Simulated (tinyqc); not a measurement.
Single-oscillator infrared dielectric function of a polar cubic crystal: one step, computed by the program tinyqc. Command: `OMP_NUM_THREADS=1 python tinyqc.py 3020240 3020241 out.jsonl infrared walk`. One thread of a shared host (Intel(R) Xeon(R) Processor @ 2.30GHz), about 0.01 s of CPU time with the checks.

One ion pair, charges +Z* and -Z*, in a cell of volume Omega = a^3/4. Frequencies omega are given as wavenumbers (1/cm); eps_s is the static dielectric constant.

Question. Surface and particle modes. Without damping, eps(omega) = -x eps_m gives omega^2 = omega_TO^2 (eps_s + x eps_m)/(eps_inf + x eps_m): x = 1 for a flat surface at large wave vector, x = 2 for the dipole mode of a small sphere. The reflectivity R for light from vacuum (not from the medium eps_m) vanishes where eps = 1, omega^2 = omega_TO^2 (eps_s - 1)/(eps_inf - 1).

Inputs (values chosen for the exercise, modelled on gallium phosphide): omega_TO = 371 1/cm; eps_inf = 9.16; eps_m of the surrounding medium = 1.

Structure: zinc blende. Free carriers: absent.

eps_s = 10.79042

Give: surface mode; sphere mode; zero of R.

Answer.

surface mode = 399.7 1/cm

sphere mode = 397.2 1/cm

zero of R = 406.4 1/cm
